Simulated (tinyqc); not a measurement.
MOS inversion layer, Poisson-Schroedinger loop: one step of the calculation.

Electrons confined at an insulator interface at z = 0, treated as a hard wall; parabolic valleys, Hartree approximation, no image or exchange terms. The depletion charge lies far deeper than the electrons and gives a uniform field q Nd/(eps0 eps_r); the gate balances all charge. Energies are counted from the band edge at the interface.

Question. Closed-form estimates. Triangular well: E_k = a_k (C F^2/mz)^(1/3), a_1 = 2.338107, a_2 = 4.087949, C = hbar^2/(2 m0), F in eV/nm. Fang-Howard (all electrons in the lowest level of set A): b^3 = 6 (mz1/C) q (Nd + 11 Ns/32)/(eps0 eps_r), centroid 3/b, level C b^2/(4 mz1) + (3/b) q (Nd + 11 Ns/16)/(eps0 eps_r). Use F = q (Nd + Ns)/(eps0 eps_r), the surface field, and F = q (Nd + Ns/2)/(eps0 eps_r).

Parameters, values chosen for the exercise; masses and permittivity close to those of silicon (111):
- eps_r = 11.5 (relative permittivity)
- mz1 = 0.254 m0 (mass along z of valley set A (6 valley(s)))
- Ns = 4.6e11 cm^-2 (sheet density of electrons)
- Nd = 3.9e12 cm^-2 (sheet density of depletion charge)

Constants: q = 1.602176634e-19 C, hbar = 1.054571817e-34 J s, m0 = 9.1093837015e-31 kg, eps0 = 8.8541878128e-14 F/cm where lengths are in cm, hbar^2/(2 m0) = 0.0380998212 eV nm^2. Results are converted to the units shown.

Wanted: A1 with the surface field; A1 with Nd + Ns/2; A2 with Nd + Ns/2; b; Fang-Howard centroid; Fang-Howard level.

Answer.

A1 with the surface field = 0.2082 eV
A1 with Nd + Ns/2 = 0.2008 eV
A2 with Nd + Ns/2 = 0.3511 eV
b = 1.367 1/nm
Fang-Howard centroid = 2.195 nm
Fang-Howard level = 0.2157 eV

tinyqc, about 0.4 s, one thread, Intel Xeon 2.30GHz (shared host): `OMP_NUM_THREADS=1 python tinyqc.py 2160023 2160024 out.jsonl`
